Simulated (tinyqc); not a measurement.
Straight dislocations in isotropic elasticity: fields, energies, partials, Peierls stress and walls: one step, computed by the program tinyqc. Command: `OMP_NUM_THREADS=1 python tinyqc.py 3009080 3009081 out.jsonl disloc walk`. One thread of a shared host (Intel(R) Xeon(R) Processor @ 2.30GHz), about 0.01 s of CPU time with the checks.

The line runs along z, the glide plane is y = 0, and beta is the angle between b and the line (0 screw, 90 degrees edge): b_e = b sin(beta) along +x with the extra half plane at y > 0, b_s = b cos(beta). Stress is positive in tension.

Question. Low-angle tilt boundary. A symmetric tilt wall of edge dislocations has the spacing h = b/(2 sin(theta/2)); Read-Shockley: gamma_b = E0 theta (A - ln theta), E0 = G b/(4 pi (1 - nu)), A = 1 + ln(b/(2 pi r0)), theta in radians.

Inputs (values chosen for the exercise, modelled on nickel): shear modulus G = 77 GPa; Poisson ratio nu = 0.306; Burgers vector b = 2.492 angstrom; core radius r0/b = 2; tilt angle theta = 0.87 degrees.

Give: spacing h; boundary energy; angle of the maximum, exp(A - 1).

Answer.

spacing h = 16.412 nm

boundary energy = 88.750 mJ/m^2

angle of the maximum, exp(A - 1) = 4.5595 degrees
